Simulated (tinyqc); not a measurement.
## Exponent and activation energy from three stresses

Question. Oxide breakdown follows t63 = a V^(-n) exp(Ea q/(kB T)). Find n, Ea and the E-model slope gamma = n/E (cm/MV) at the higher voltage, E = V/tox.

Values chosen for this exercise:
- tox = 2.5 nm (oxide thickness)

Constants: q = 1.602176634e-19 C, kB = 1.380649e-23 J/K. Results are converted to the units shown.

t63 at (2.76 V, 423 K), (3.77 V, 423 K) and (3.77 V, 448 K) (s): [94771.449, 4.0014304, 1.3289631]

Solution. The two voltages give n and the two temperatures Ea.

n = 32.3
Ea = 0.720 eV
gamma = 2.14 cm/MV

Numbers from tinyqc (`OMP_NUM_THREADS=1 python tinyqc.py 2070120 2070121 out.jsonl`; about 0.01 s on one thread of a shared Intel Xeon 2.30GHz).
